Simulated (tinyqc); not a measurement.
# Voltage acceleration of oxide breakdown, four models on the same data, step by step

Computed by the program tinyqc: `OMP_NUM_THREADS=1 python tinyqc.py 2070152 2070153 out.jsonl`, one thread of a shared Intel Xeon 2.30GHz, about 0.01 s for the whole run. Printed values are rounded.

Field E = V/tox in MV/cm. Models: ln(t63/1 s) = a - c X with X = E (E model), -1/E (1/E model), ln V (power law, c the exponent n) or sqrt(E).

Parameters, values chosen for the exercise:

| symbol | value | unit | meaning |
|---|---|---|---|
| tox | 4.4 | nm | oxide thickness |
| Vu | 2.4 | V | use voltage |
| Ts | 398 | K | stress temperature |
| Tu | 378 | K | use temperature |
| Ea | 0.52 | eV | activation energy |
| ks | 0.00048 |  | factor for area and percentile |

Constants: q = 1.602176634e-19 C, kB = 1.380649e-23 J/K. Results are converted to the units shown.

Range of the model: All four laws are empirical fits; none is established far below the stress range.

## Fitting the models

| stress | V (V) | t63 (s) |
|---|---|---|
| 0 | 4.12 | 7086 |
| 1 | 4.77 | 51 |
| 2 | 5.65 | 0.06404 |

The three stress times were made with the E model, c = 3.34, and are treated as data. For each model fit ln t63 on X by least squares over the three points.

| model | c | a | largest misfit in ln t63 (0: below 0.002) |
|---|---|---|---|
| E | 3.340011 | 40.14055 | 0.0000000 |
| 1/E | 401.4599 | -33.70699 | 0.6068778 |
| power | 36.84560 | 61.19562 | 0.3017832 |
| sqrt E | 22.22105 | 76.94579 | 0.1500288 |

The worst misfit of any model is 0.61 in ln t63, a factor of 1.83 in time, comparable to the scatter of t63 from small samples, so such data hardly tell the models apart.

## Projection to use conditions

Project to Vu, multiply by exp[(Ea q/kB)(1/Tu - 1/Ts)] and by ks; ten years are 3.15576e8 s. The largest voltage for ten years solves the same relation for V.

temperature factor = 2.230455

| model | lifetime (years) | largest voltage for ten years (V) |
|---|---|---|
| E | 0.1125294 | 1.808884 |
| 1/E | 7.182388e6 | 2.938338 |
| power | 125.4129 | 2.570517 |
| sqrt E | 2.564481 | 2.275786 |

The lifetimes span 7.81 decades, from the E model (most cautious) to the 1/E model; the allowed voltage spans 1.81 to 2.94 V. 2 of the four models pass ten years at Vu. Lifetimes beyond a thousand years are formal extrapolations.
